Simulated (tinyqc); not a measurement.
Polarisation and half-bias from two TMR values.

Problem. A tunnel junction has TMR = TMR0/(1 + (V/Vh)^2), TMR0 = 2 P1 P2/(1 - P1 P2). Find TMR0, Vh and P2.

Values chosen for this exercise:
```
symbol  value  unit                                   meaning
P1       0.72        spin polarisation of the reference layer
```

TMR at 0.1 and 0.5 V (%): 143.71312  87.170250

Answer. 1/TMR is linear in V^2, and P1 P2 = TMR0/(2 + TMR0).

TMR0 = 147.7 %
Vh = 0.6000 V
P2 = 0.5900

tinyqc, about 0.01 s, one thread, Intel Xeon 2.30GHz (shared host): `OMP_NUM_THREADS=1 python tinyqc.py 2450030 2450031 out.jsonl`
